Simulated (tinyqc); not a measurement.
Five-frequency model of solute diffusion by vacancies in an fcc metal: one step, computed by the program tinyqc.

A vacancy next to the solute exchanges with it (w2), jumps to one of 4 sites that also neighbour the solute (w1) or to one of 7 that do not (w3); w4 is the reverse of w3 and w0 the host jump.

Task: Diffusivities. c_v = exp(S_f - E_f/(k_B T)); host D0 = a^2 c_v w0 x 0.7815; solute D2 = a^2 c_v exp(E_b/(k_B T)) w2 f2; 1 angstrom^2 = 1e-16 cm^2.

Inputs (values chosen for the exercise, for a model solute in a host close to gold):
```
quantity                                      value      unit
binding energy E_b (positive for attraction)   0.24        eV
vacancy formation energy E_f                  0.927        eV
formation entropy S_f                           2.1       k_B
lattice constant a                             4.08  angstrom
temperature T                                   521         K
```

rates (1/s): w0 749595.2, w1 3810449, w2 1.516071e+07, w3 11901.37, w4 2495651

correlation factor f2 = 0.2017944

Constants: k_B = 8.617333262e-05 eV/K.

Give: vacancy fraction c_v; host diffusivity D0; solute diffusivity D2; ratio D2/D0.

Result:

vacancy fraction c_v = 8.808e-09

host diffusivity D0 = 8.589e-18 cm^2/s

solute diffusivity D2 = 9.406e-15 cm^2/s

ratio D2/D0 = 1095

The ratio splits into binding 210, exchange rate 20.2 and correlation 0.258.
